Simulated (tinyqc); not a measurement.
Nudged elastic band on a two-dimensional model surface: one step, computed by the program tinyqc.

V(x, y) = h u^2 + t x + (kappa/2)(y + c u)^2 with u = x^2/w^2 - 1; the path runs from the minimum near (-w, 0) to that near (w, 0).

Question. Stationary points. Newton steps x(new) = x - H^-1 grad V (moves limited to 0.3 angstrom) from (-w, 0), (w, 0) and (0, c) give the two minima and the saddle.

Inputs (values chosen for the exercise, for a model surface):

| quantity | value | unit |
|---|---|---|
| height h | 0.56 | eV |
| half width w | 0.9 | angstrom |
| transverse stiffness kappa | 5.7 | eV/angstrom^2 |
| curvature c | 0.36 | angstrom |
| tilt t | 0.025 | eV/angstrom |

Surface: curved double well. Climbing image: on.

Give: positions; energies; barrier from the start.

Answer.

positions (angstrom):
```
              x        y
start   -0.9045  -0.0036
end      0.8954   0.0036
saddle   0.0090   0.3600
```

energies (eV): start -0.0226, end 0.0224, saddle 0.5601

barrier from the start = 0.5827 eV
